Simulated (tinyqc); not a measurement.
## On-chip interconnect, size-dependent resistivity and RC delay: delay against the line length

A rectangular line between two neighbours and two ground planes. Surface and grain-boundary scattering are added to the bulk resistivity as corrections; capacitances are parallel-plate values without fringing; inductance is ignored.

Metal width x = wd - 2 tl, height y = AR wd - tl; grain boundaries (Mayadas-Shatzkes): al = (lam/(gr x)) Rg/(1 - Rg), g = 1/[1 - 3 al/2 + 3 al^2 - 3 al^3 ln(1 + 1/al)] - 1; surfaces (Fuchs-Sondheimer, thick limit): s = (3/8) lam (1 - ps)(1/x + 1/y); rho = rho0 (1 + g + s); r = rho/(x y); c = eps0 ek (2 wd/hd + 2 Mf AR wd/sp). Elmore delay tE = Rd (c Lw + Cl) + r Lw (c Lw/2 + Cl); t50 is the time at which the far end of a ladder of 30 pi sections (half capacitances at both ends, Cl at the far end, a step applied through Rd) reaches half the step; line share r Lw/(Rd + r Lw); estimate 0.69 Rd (c Lw + Cl) + 0.38 r c Lw^2 + 0.69 r Lw Cl.

Parameters, values chosen for the exercise; metal values close to those of copper: bulk resistivity rho0 = 1.68 uohm cm; bulk mean free path lam = 40.6 nm; specular share of surface scattering ps = 0; reflection coefficient of grain boundaries Rg = 0.52; grain size over the metal width gr = 1.5; drawn line width wd = 9.6 nm; aspect ratio, height over width AR = 1.8; liner on both walls and the bottom, not conducting tl = 1.9 nm; space to the neighbouring lines sp = 19 nm; dielectric height to the planes above and below hd = 10 nm; relative permittivity of the dielectric ek = 2.2; Miller factor of the neighbours Mf = 1; driver resistance Rd = 1000 ohm; load capacitance Cl = 0.39 fF.

Constants: eps0 = 8.8541878128e-12 F/m. Results are converted to the units shown.

The same in every row: rho (uohm cm) = 19.18; r (ohm/um) = 2150; c (fF/um) = 0.07283.

Result of one run:
```
tE (ps)  t50 (ps)  estimate (ps)  line share of the resistance (%)
7.921e4   6.000e4        6.013e4                             99.95
```

Which line length Lw gave this result: 3, 20, 1000 or 3000 um?

Lw = 1000 um.

The whole series:
```
Lw (um)  tE (ps)  t50 (ps)  estimate (ps)  line share of the resistance (%)
1          1.380    0.9692         0.9574                             68.25
3          3.829     2.743          2.691                             86.58
7          10.61     7.762          7.587                             93.77
20         49.93     37.40          36.65                             97.73
50         241.7     182.6          180.5                             99.08
100        874.5     661.9          658.2                             99.54
400      1.289e4      9765           9772                             99.88
1000     7.921e4   6.000e4        6.013e4                             99.95
3000     7.074e5   5.358e5        5.374e5                             99.98
```

As Lw goes from 1 to 3000, r stays at 2150 ohm/um, c stays at 0.0728 fF/um and t50 rises from 0.969 to 5.36e5 ps. t50/tE lies between 0.702 and 0.757, and the estimate is within 2.3 % of t50. The delay goes as Lw^(0.95) for the shortest lines and Lw^(1.99) for the longest; the line resistance equals Rd at 0.465 um.

Range of the model: The metal width is under the mean free path, where the thick-limit surface term and the simple sum of corrections lose accuracy.

Computed by the program tinyqc: `OMP_NUM_THREADS=1 python tinyqc.py 2100131 2100132 out.jsonl`, one thread of a shared Intel Xeon 2.30GHz, about 0.01 s for the whole run.
